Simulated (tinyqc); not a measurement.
Scattering rates of a carrier in a spherical band by Fermi's golden rule: one step, computed by the program tinyqc.

All processes here are isotropic or elastic, and the rate listed is the momentum relaxation rate.

Problem. Phonon occupation and screening length. Phonon occupation N_q = 1/(exp(hbar w/(k_B T)) - 1). Debye screening by free carriers of density N_I: L_s = sqrt(eps_s eps_0 k_B T/(e^2 N_I)).

Inputs (values chosen for the exercise, modelled on holes in germanium): static permittivity eps_s = 16; phonon energy hbar w = 37.6 meV; ionised impurity density N_I = 1.5e+15 1/cm^3; temperature T = 350 K.

Crystal: non-polar. Band: parabolic. Impurity formula: Brooks-Herring. Further scattering: alloy.

Constants: k_B = 8.617333262e-05 eV/K; eps_0 = 8.8541878128e-12 F/m; k_B = 1.380649e-23 J/K; e = 1.602176634e-19 C.

Give: N_q; screening length L_s.

Solution.

N_q = 0.4034

screening length L_s = 133.3 nm

Above the threshold emission is favoured over absorption by (N_q + 1)/N_q = exp(hbar w/k_B T) = 3.48, apart from the density of final states.
